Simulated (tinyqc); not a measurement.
Inside a calculation: heterojunction of two tight-binding chains. Values are carried at full precision from step to step, so a last printed digit may differ when a step is redone from the rounded ones.

Left chain: hopping -t1, sites at 2 t1 (band bottom 0). Right chain: hopping -t2, sites at dE + 2 t2 (bottom dE). t = c/(m a^2), c = hbar^2/2m0. The bond across the interface is -tc with tc = f sqrt(t1 t2), and the last left site has the extra energy U. In a chain E = bottom + 2t (1 - cos(ka)); the surface Green function of a half chain is g = -exp(ika)/t, with Im k > 0 where cos(ka) > 1.

Constants: hbar^2/2m0 = 3.80998211 eV angstrom^2.

Inputs chosen for the exercise (masses and offset of the size met at InGaAs / InAlAs; shifted at random, so the results belong to these values and not to a real crystal):
- a = 5.65 angstrom (site spacing)
- m1 = 0.042 m0 (mass on the left)
- m2 = 0.077 m0 (mass on the right)
- f = 1 (factor on the interface hopping)
- dE = 0.56 eV (band offset)
- E = 0.572 eV (electron energy)
- U = -1.12 eV (extra energy on the last left site)

## Hoppings

Form t1, t2 and tc.

t1 = 2.8417 eV
t2 = 1.5500 eV
tc = 2.0987 eV

## Wave numbers and velocities

The left chain has hopping t1 and band bottom 0, the right one t2 and dE. cos(ka) = 1 - (E - bottom)/(2t); dE/dk = 2 t a sin(ka).

ka (rad): left 0.45250, right 0.08802

dE/dk (eV angstrom): left 14.0395, right 1.5396

## Self-energies on the last left site

Hoppings t1 (left), t2 (right), tc (interface); g is the surface Green function of a half chain. The rest of the left chain gives S1 = t1^2 g1 = -t1 exp(i k1 a); the right chain gives S2 = tc^2 g2 = -(tc^2/t2) exp(i k2 a).

S1 = -2.55569-1.24244i eV
S2 = -2.83069-0.24979i eV

## Transmission

The last site of the left chain has energy 2 t1 + U, and S1, S2 are the self-energies of the two half chains on it. G = 1/(E - 2 t1 - U - S1 - S2); T = 4 Im(S1) Im(S2) |G|^2.

G = 0.3343-0.3576i 1/eV
T = 0.2975

A fraction 0.7025 is reflected although the electron lies above the step.

## Checks

- T from the Green function against 1 - |r|^2 from matching plane waves: both 0.297501.

Computed by tinyqc, a small Python program: `OMP_NUM_THREADS=1 python tinyqc.py 1450983 1450984 out.jsonl` (the numbers bound the seed that draws the inputs); one thread of a shared host (Intel(R) Xeon(R) Processor @ 2.30GHz), about 0.01 s for the whole set of steps.
